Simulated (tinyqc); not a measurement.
## Gain factor and gap resistance from two string resistances

Inverse problem. At small bit-line voltage each of the 64 cells has the resistance 1/(K x) at overdrive x (no mobility reduction) in series with a gap resistance Rg. Find K, Rg and the share of the gaps at the higher overdrive.

resistance of a string of 64 equal cells at overdrives of 4.2 and 7.3 V (kohm): 642.33651  426.63744

Solution. The resistance per cell is a straight line in 1/x with slope 1/K and intercept Rg.

K = 30.00 uA/V^2
Rg = 2.100 kohm
share of the gaps = 31.50 %

tinyqc, about 1 s, one thread, Intel Xeon 2.30GHz (shared host): `OMP_NUM_THREADS=1 python tinyqc.py 2142156 2142157 out.jsonl`
